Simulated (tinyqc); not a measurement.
## Bulk resistivity and mean free path from two films

Problem. In the thick-film limit single-crystal films obey rho = rho0 (1 + 3 (1 - ps) lam/(8 d)). Find rho0, lam and the product rho0 lam.

Values chosen for this exercise: specular share of surface scattering ps = 0.

rho at d = 71 and 260 nm (uohm cm): [2.0690317, 1.8007740]

Solution. rho is a straight line in 1/d: the intercept is rho0 and the slope (3/8)(1 - ps) rho0 lam. Without ps only the product (1 - ps) lam could be found.

rho0 = 1.700 uohm cm
lam = 41.10 nm
rho0 lam = 69.87 uohm cm nm

tinyqc, about 0.01 s, one thread, Intel Xeon 2.30GHz (shared host): `OMP_NUM_THREADS=1 python tinyqc.py 2100072 2100073 out.jsonl`
